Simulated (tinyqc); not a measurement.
# Stacked nanosheet transistor, parasitic resistance, capacitance and delay: what changes with what

Ns sheets share one contact on top; each has perimeter p = 2 (Ws + ts) and cross-section A = Ws ts; contact width Wc = Ws + 10 nm, stack height Hs = Ns pv. Sheet 1 is the top one. Contact length Lc = CPP - Lg - 2 Lsp, shared by two neighbouring gates. Source and drain sides are equal. The formulas are first-order estimates, not field solutions.

Inputs (values chosen for the exercise); values close to those of silicon logic devices: temperature T = 300 K; number of sheets Ns = 4; sheet width Ws = 15 nm; sheet thickness ts = 7 nm; vertical pitch of the sheets pv = 12 nm; vertical resistance between sheet levels rv = 110 ohm; contacted gate pitch CPP = 70 nm; gate length Lg = 16 nm; spacer length Lsp = 4 nm; relative permittivity of the spacer ks = 4.5; gate height above the channel stack Hc = 30 nm; contact resistivity rc = 9.8e-10 ohm cm^2; resistivity of the source-drain epitaxy re = 0.0003 ohm cm; current-carrying depth of the epitaxy te = 25 nm; resistivity of the extension rx = 0.00057 ohm cm; gate overlap Lov = 1.5 nm; inversion capacitance Cinv = 2.9 uF/cm^2; injection velocity vx = 1.2e7 cm/s; apparent mobility mu = 210 cm^2/(V s); threshold at zero drain voltage VT = 0.26 V; barrier lowering dl = 0.024 V/V; subthreshold factor n = 1.23; wire load Cw = 0.36 fF; supply voltage Vdd = 0.8 V.

Constants: q = 1.602176634e-19 C, kB = 1.380649e-23 J/K, eps0 = 8.8541878128e-12 F/m, Vt = kB T/q. Results are converted to the units shown.

Each table varies one quantity; the others keep the values above.

## Effect of the number of sheets

Epitaxy sheet resistance Rsh = re/te, transfer length LT = sqrt(rc/Rsh), contact Rc = [sqrt(rc Rsh)/Wc] coth(Lc/(2 LT)); extension of one sheet Rx = rx Lsp/A. With N sheets: gate Cg = Cinv p N Lg; per side, plate Cp = ks eps0 [Wc (Hs + Hc) - N A]/Lsp, top fringe Cf = (2/pi) ks eps0 Wc ln(1 + Lg/(2 Lsp)), overlap Co = Cinv p N Lov. One sheet: I = p Q vx u/(1 + |u|^1.8)^(1/1.8), Q = Cinv n Vt ln(1 + exp((Vg' - VT + dl Vd')/(n Vt))), u = Vd' mu/(vx Lg), Vg' = Vgs - v, Vd' = Vds - 2 v, with the drop on each side v_j = Rc sum I + rv (sum over levels k = 2..j of the current of sheets k..Ns) + Rx I_j. Ieff = [I(Vgs = Vdd, Vds = Vdd/2) + I(Vdd/2, Vdd)]/2, total currents. With Cs = Cp + Cf + Co, the load of an inverter of two such devices driving an equal one is CL = 2 (Cg + 2 Cs) + 4 Cs + Cw (own drains counted twice for the Miller effect); delay CL Vdd/(2 Ieff).

The same in every row: Rc (ohm) = 205.7.

Effect of the number of sheets:
```
Ns  Rx/N (ohm)  Ieff (uA)  CL (aF)  delay (ps)
1        217.1      48.88    497.0       4.067
2        108.6      93.54    568.7       2.432
3        72.38      132.7    640.4       1.930
4        54.29      165.4    712.1       1.723
5        43.43      190.8    783.8       1.643
6        36.19      209.0    855.4       1.637
```

As Ns goes from 1 to 6, Ieff rises from 48.9 to 209 uA, CL rises from 497 to 855 aF and the delay falls from 4.07 to 1.64 ps. From the first row to the last Ieff grows by a factor of 4.28 and CL by 1.72; the first step changes the delay by -40 %, the last by -0.35 %.

## Effect of the spacer length

Same model as above.

Effect of the spacer length:
```
Lsp (nm)  Rc (ohm)  Rx/N (ohm)  Ieff (uA)  CL (aF)  delay (ps)
2            194.9       27.14      169.6    836.6       1.973
3            200.0       40.71      167.5    753.7       1.800
4            205.7       54.29      165.4    712.1       1.723
5            212.1       67.86      163.2    687.0       1.684
6            219.1       81.43      160.9    670.2       1.666
8            235.9       108.6      156.2    649.1       1.662
10           257.2       135.7      151.2    636.3       1.683
12           284.9       162.9      145.7    627.8       1.724
```

What does the table show?

As Lsp goes from 2 to 12 nm, Ieff falls from 170 to 146 uA, CL falls from 837 to 628 aF and the delay goes from 1.97 through a minimum of 1.66 (at Lsp = 8 nm among the rows listed) to 1.72 ps. A thin spacer costs capacitance, a thick one resistance and contact length, hence the minimum. For Lsp = 2 to 3 nm the spacer is under 3.5 nm, where leakage and breakdown between gate and contact would forbid it.

## Effect of the wire load

Same model as above.

The same in every row: Rc (ohm) = 205.7; Rx/N (ohm) = 54.29; Ieff (uA) = 165.4.

Result of one run:
```
Cw (fF)  CL (aF)  delay (ps)
0.93        1282       3.101
```

What becomes of these results when the wire load Cw is changed from 0.93 to 0.2 fF, all else the same?

Result of the changed run:
```
Cw (fF)  CL (aF)  delay (ps)
0.2        552.1       1.336
```

The whole series:
```
Cw (fF)  CL (aF)  delay (ps)
0.02       372.1      0.9001
0.043      395.1      0.9557
0.093      445.1       1.077
0.2        552.1       1.336
0.43       782.1       1.892
0.93        1282       3.101
2           2352       5.690
```

As Cw goes from 0.02 to 2 fF, Ieff stays at 165 uA, CL rises from 372 to 2350 aF and the delay rises from 0.900 to 5.69 ps.

Program tinyqc, `OMP_NUM_THREADS=1 python tinyqc.py 2170065 2170066 out.jsonl`; Intel Xeon 2.30GHz, shared host, one thread, about 0.08 s.
